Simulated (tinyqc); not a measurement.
Thermal, flicker and telegraph noise of a field-effect transistor: one step, computed by the program tinyqc.

Strong inversion, threshold roll-off and channel-length modulation left out; noise sources are uncorrelated and are given as one-sided spectral densities.

Task: Thermal noise and corner. C_ox = 3.9 eps_0/t; V_c = 2 v_s L/mu; I = W C_ox v_s V_ov^2/(V_ov + V_c); g_m = W C_ox v_s V_ov (V_ov + 2 V_c)/(V_ov + V_c)^2; g_d0 = mu C_ox (W/L) V_ov. Thermal: S_I = 4 k_B T gamma g_d0; input-referred S_V = S_I/g_m^2; corner f_c where flicker equals thermal. Total input noise from 1 Hz to f_c: sqrt(S_V,thermal [f_c ln(f_c/1 Hz) + f_c - 1 Hz]).

Inputs (values chosen for the exercise, modelled on a silicon n-channel): width W = 1.5 micrometre; length L = 180 nm; electrical oxide thickness t = 2.2 nm; mobility mu = 280 cm^2/(V s); saturation velocity v_s = 0.95 1e7 cm/s; overdrive V_ov = 0.26 V; thermal noise factor gamma = 0.78; frequency f = 300 Hz; temperature T = 200 K.

Operating region: saturation. Flicker model: Hooge.

g_m = 716.2102 microsiemens

flicker S_I = 1.918616e-20 A^2/Hz

drain current I = 102.0637 microampere

Constants: k_B = 1.380649e-23 J/K; eps_0 = 8.8541878128e-12 F/m; e = 1.602176634e-19 C.

Give: thermal S_I; input-referred thermal noise; corner frequency f_c; input noise up to f_c; full shot noise 2eI over thermal S_I.

Result:

thermal S_I = 8.2037e-24 A^2/Hz

input-referred thermal noise = 3.9991 nV/sqrt(Hz)

corner frequency f_c = 7.0162e+05 Hz

input noise up to f_c = 12.738 microvolt

full shot noise 2eI over thermal S_I = 3.9866

At f the noise is flicker dominated (f_c/f = 2340).
